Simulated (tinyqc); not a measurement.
Atomic layer deposition: Langmuir saturation, growth per cycle and coating of deep features. Changing the pulse time t. Computed by tinyqc, a small Python program. Command: `OMP_NUM_THREADS=1 python tinyqc.py 3004592 3004593 out.jsonl ald sweep`. One thread of a shared host (Intel(R) Xeon(R) Processor @ 2.30GHz), about 0.04 s of CPU time with the checks.

Precursor A sticks only on free sites, so a long enough pulse saturates; co-reactant B then frees the sites again.

Inputs (values chosen for the exercise, modelled on titanium nitride from the chloride and ammonia):
```
quantity                                 value      unit
precursor mass M                           190         u
site density q                             2.1    1/nm^2
growth per cycle at saturation G          0.36  angstrom
sticking probability beta on free sites   0.05         -
precursor pressure p                        34        Pa
temperature T                              225         C
co-reactant completion per pulse c_B     0.999         -
desorption energy E_d                     1.89        eV
purge time t_p                              10         s
aspect ratio a                              59         -
```

Feature: round hole.

Constants: u = 1.6605390666e-27 kg; k_B = 1.380649e-23 J/K; k_B = 8.617333262e-05 eV/K.

Method:
- Wall flux F = p/sqrt(2 pi M k_B T); rate of filling k_a = beta F/q; desorption k_d = 1e13 exp(-E_d/(k_B T)) per second. 1/m^2 = 1e-18/nm^2.
- Temperatures in kelvin are T(C) + 273.15.
- One cycle from coverage th0: pulse A gives th1 = th_s + (th0 - th_s) exp(-(k_a + k_d) t), th_s = k_a/(k_a + k_d); the purge leaves th2 = th1 exp(-k_d t_p); pulse B converts c_B th2 into film and leaves th3 = (1 - c_B) th2. Growth = G c_B th2.
- The periodic state has th0 = th3: th0 = (1 - c_B) e_p th_s (1 - e_a)/(1 - (1 - c_B) e_p e_a), with e_a = exp(-(k_a + k_d) t), e_p = exp(-k_d t_p).
- Share of impinging molecules used = q (th1 - th0)/(F t).
- Diffusion-limited filling (Gordon) of a round hole of diameter w: a saturation front at depth z needs dz/dt = D_K n/(z (4q/w)), with Knudsen D_K = w c/3 and F = n c/4; including the entrance and floor terms, t = (q/F)(1 + 19a/4 + 3a^2/2). Reaction-limited filling needs ln(100)/k_a at any depth, k_a = beta F/q. Flow is molecular. The front picture holds when the modulus a sqrt(beta) is well above 1.
- Depth reached by the given pulse: solve the same formula for a. Exposure = p x diffusion-limited time; 1 langmuir = 1.33322e-4 Pa s.

One run for each value; columns: (1) pulse time t (s); (2) growth per cycle (angstrom); (3) share of impinging molecules used; (4) aspect ratio reached by the front in time t:
```
(1)          (2)      (3)        (4)
8.50e-06  0.0206  0.04855  3.716e-02
2.10e-05  0.0488  0.04652  3.613e-01
5.20e-05  0.1089  0.04197  9.949e-01
3.20e-04  0.3206  0.02007  4.022e+00
8.00e-04  0.3582  0.00897  7.122e+00
2.00e-03  0.3596  0.00360  1.208e+01
5.00e-03  0.3596  0.00144  1.996e+01
1.20e-02  0.3596  0.00060  3.175e+01
3.10e-02  0.3596  0.00023  5.197e+01
```

Give the missing row, pulse time t (s) = 1.30e-04.

Computed row; columns: (1) pulse time t (s); (2) growth per cycle (angstrom); (3) share of impinging molecules used; (4) aspect ratio reached by the front in time t:
```
(1)          (2)      (3)        (4)
1.30e-04  0.2137  0.03293  2.139e+00
```

Interpolating between the two neighbouring rows (the first column on a logarithmic scale, the others too where they are positive) misses most in share of impinging molecules used, by 12 %. Over the rows, growth per cycle (angstrom) rises from 0.0206 to 0.360, flat over part of the range; share of impinging molecules used falls from 0.0486 to 2.32e-4 (exponent d ln y / d ln x -0.047 between the first rows and -1.00 between the last); aspect ratio reached by the front in time t rises from 0.0372 to 52.0 (exponent d ln y / d ln x 2.5 between the first rows and 0.52 between the last). At the high end the exponent of growth per cycle is 0.00, close to 0: self-limiting growth. At the low end the exponent of growth per cycle is 0.95, close to 1: far from saturation. At the high end the exponent of share of impinging molecules used is -1.00, close to -1: after saturation more gas is wasted. At the high end the exponent of aspect ratio reached by the front in time t is 0.52, close to 0.50: the front moves as sqrt(t). Growth saturates once k_a t passes a few units, since A sticks only on free sites; longer pulses then serve only depth.

Caution (rows 8.50e-6, 2.10e-5, 5.20e-5, 1.30e-4, 3.20e-4, 8.00e-4, 0.00200): common pulse valves need about 10 ms, so a pulse this short is formal. Caution (rows 8.50e-6, 2.10e-5, 5.20e-5, 1.30e-4, 3.20e-4): the pulse is shorter than ln(100)/k_a, so even the open surface is not saturated and the depth reached has no meaning. Caution (rows 8.50e-6, 2.10e-5, 5.20e-5, 1.30e-4, 3.20e-4, 8.00e-4): the depth reached is formal here: it is under 2/sqrt(beta), so no sharp front has formed.
